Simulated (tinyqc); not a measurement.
Worked calculation: sp3 tight binding, zinc-blende lattice. Computed by tinyqc, a small Python program that keeps every step. Command: `OMP_NUM_THREADS=1 python tinyqc.py 21710 21711 out.jsonl` (the two numbers bound the seeds that draw the settings). One thread of a shared host (Intel(R) Xeon(R) Processor @ 2.60GHz), about 0.01 s of CPU time with the checks.

## Bloch Hamiltonian at k

Parameters chosen for this model: zinc-blende lattice, anion at 0, cation at a/4 (1,1,1); V = eta hbar^2 / (m d^2), hbar^2/m = 7.619964 eV angstrom^2:
```
parameter          value      unit
a               6.370000  angstrom
d               2.758291  angstrom
Es anion      -11.890000        eV
Ep anion       -6.020000        eV
Es cation     -11.890000        eV
Ep cation      -6.020000        eV
eta ss         -1.590000
eta sp          1.540000
eta pp sigma    3.270000
eta pp pi      -0.570000
V ss           -1.592465        eV
V sp            1.542388        eV
V pp sigma      3.275070        eV
V pp pi        -0.570884        eV
```

k point k (2 pi / a): -0.310000  0.360000  -0.630000

Slater-Koster rules over the four bonds with direction cosines (l, m, n): ss V_ss; s-px l V_sp; px-s -l V_sp; px-px l^2 V_pps + (1 - l^2) V_ppp; px-py l m (V_pps - V_ppp); each times exp(i k.d).

H(k) at k (eV):
```
                      a s                 a px                a py                 a pz
a s            -11.890000             0.000000            0.000000             0.000000
a px             0.000000            -6.020000            0.000000             0.000000
a py             0.000000             0.000000           -6.020000             0.000000
a pz             0.000000             0.000000            0.000000            -6.020000
c s   -2.609568-1.334877i  -1.409810-0.772636i  1.176226+0.926072i  -0.490330-2.221505i
c px   1.409810+0.772636i   1.165279+0.596077i  0.705892+3.198138i  -1.693327-1.333198i
c py  -1.176226-0.926072i   0.705892+3.198138i  1.165279+0.596077i   2.029600+1.112308i
c pz   0.490330+2.221505i  -1.693327-1.333198i  2.029600+1.112308i   1.165279+0.596077i

                      c s                 c px                 c py                 c pz
a s   -2.609568+1.334877i   1.409810-0.772636i  -1.176226+0.926072i   0.490330-2.221505i
a px  -1.409810+0.772636i   1.165279-0.596077i   0.705892-3.198138i  -1.693327+1.333198i
a py   1.176226-0.926072i   0.705892-3.198138i   1.165279-0.596077i   2.029600-1.112308i
a pz  -0.490330+2.221505i  -1.693327+1.333198i   2.029600-1.112308i   1.165279-0.596077i
c s            -11.890000             0.000000             0.000000             0.000000
c px             0.000000            -6.020000             0.000000             0.000000
c py             0.000000             0.000000            -6.020000             0.000000
c pz             0.000000             0.000000             0.000000            -6.020000
```

## Levels at k

Diagonalise the Hermitian matrix.

eigenvalues (eV): -15.638641  -12.186129  -10.370398  -10.252005  -5.702288  -2.785770  -1.778411  -1.186357

weights |c|^2 of the basis functions:
```
        band 1    band 2    band 3    band 4    band 5    band 6    band 7    band 8
a s   0.468034  0.226271  0.034056  0.003174  0.236769  0.024843  0.000052  0.006800
a px  0.006583  0.096405  0.204464  0.134148  0.069409  0.091214  0.210806  0.186972
a py  0.006376  0.092629  0.045362  0.314530  0.047652  0.044772  0.283351  0.165328
a pz  0.019007  0.084695  0.216118  0.048148  0.146171  0.339171  0.005791  0.140900
c s   0.468034  0.226271  0.034056  0.003174  0.236769  0.024843  0.000052  0.006800
c px  0.006583  0.096405  0.204464  0.134148  0.069409  0.091214  0.210806  0.186972
c py  0.006376  0.092629  0.045362  0.314530  0.047652  0.044772  0.283351  0.165328
c pz  0.019007  0.084695  0.216118  0.048148  0.146171  0.339171  0.005791  0.140900
```

## Bloch Hamiltonian at L

k point L (2 pi / a): 0.500000  0.500000  0.500000

As before.

H(k) at L (eV):
```
                      a s                 a px                 a py                 a pz
a s            -11.890000             0.000000             0.000000             0.000000
a px             0.000000            -6.020000             0.000000             0.000000
a py             0.000000             0.000000            -6.020000             0.000000
a pz             0.000000             0.000000             0.000000            -6.020000
c s   -2.252086-2.252086i   1.259354+1.259354i   1.259354+1.259354i   1.259354+1.259354i
c px  -1.259354-1.259354i   1.005648+1.005648i  -1.813000-1.813000i  -1.813000-1.813000i
c py  -1.259354-1.259354i  -1.813000-1.813000i   1.005648+1.005648i  -1.813000-1.813000i
c pz  -1.259354-1.259354i  -1.813000-1.813000i  -1.813000-1.813000i   1.005648+1.005648i

                      c s                 c px                 c py                 c pz
a s   -2.252086+2.252086i  -1.259354+1.259354i  -1.259354+1.259354i  -1.259354+1.259354i
a px   1.259354-1.259354i   1.005648-1.005648i  -1.813000+1.813000i  -1.813000+1.813000i
a py   1.259354-1.259354i  -1.813000+1.813000i   1.005648-1.005648i  -1.813000+1.813000i
a pz   1.259354-1.259354i  -1.813000+1.813000i  -1.813000+1.813000i   1.005648-1.005648i
c s            -11.890000             0.000000             0.000000             0.000000
c px             0.000000            -6.020000             0.000000             0.000000
c py             0.000000             0.000000            -6.020000             0.000000
c pz             0.000000             0.000000             0.000000            -6.020000
```

## Levels at L

As before.

eigenvalues (eV): -15.781521  -12.342107  -10.006170  -10.006170  -6.088699  -2.033830  -2.033830  -1.607673

## Bands along a path

The same steps at evenly spaced points between the labelled ones.

Bands along the path (eV):
```
k             band 1      band 2      band 3      band 4     band 5     band 6     band 7     band 8
L         -15.781521  -12.342107  -10.006170  -10.006170  -6.088699  -2.033830  -2.033830  -1.607673
L-G 0.20  -16.148957  -11.929904   -9.911635   -9.911635  -5.999710  -2.128365  -2.128365  -1.741429
L-G 0.40  -16.892179  -11.035153   -9.652505   -9.652505  -5.783723  -2.387495  -2.387495  -2.108945
L-G 0.60  -17.602737  -10.045768   -9.304066   -9.304066  -5.571930  -2.735934  -2.735934  -2.599565
L-G 0.80  -18.088634   -9.215096   -8.992433   -8.992433  -5.498450  -3.047567  -3.047567  -3.017821
G         -18.259860   -8.864403   -8.864403   -8.864403  -5.520140  -3.175597  -3.175597  -3.175597
G-X 0.20  -18.030430   -9.155134   -9.155134   -9.096333  -5.460758  -3.232479  -2.884866  -2.884866
G-X 0.40  -17.364563   -9.812142   -9.812142   -9.767489  -5.290357  -3.397592  -2.227858  -2.227858
G-X 0.60  -16.327332  -10.809532  -10.492810  -10.492810  -5.028256  -3.654880  -1.547190  -1.547190
G-X 0.80  -15.020068  -12.119773  -10.975533  -10.975533  -4.700800  -3.979358  -1.064467  -1.064467
X         -13.570410  -13.570410  -11.147938  -11.147938  -4.339590  -4.339590  -0.892062  -0.892062
X-W 0.20  -13.570410  -13.570410  -11.147938  -11.147938  -4.339590  -4.339590  -0.892062  -0.892062
X-W 0.40  -13.570410  -13.570410  -11.147938  -11.147938  -4.339590  -4.339590  -0.892062  -0.892062
X-W 0.60  -13.570410  -13.570410  -11.147938  -11.147938  -4.339590  -4.339590  -0.892062  -0.892062
X-W 0.80  -13.570410  -13.570410  -11.147938  -11.147938  -4.339590  -4.339590  -0.892062  -0.892062
W         -13.570410  -13.570410  -11.147938  -11.147938  -4.339590  -4.339590  -0.892062  -0.892062
```

With 4 band(s) filled, the highest filled level on these points lies at G and the lowest empty one at L: a gap of 2.7757 eV, indirect.
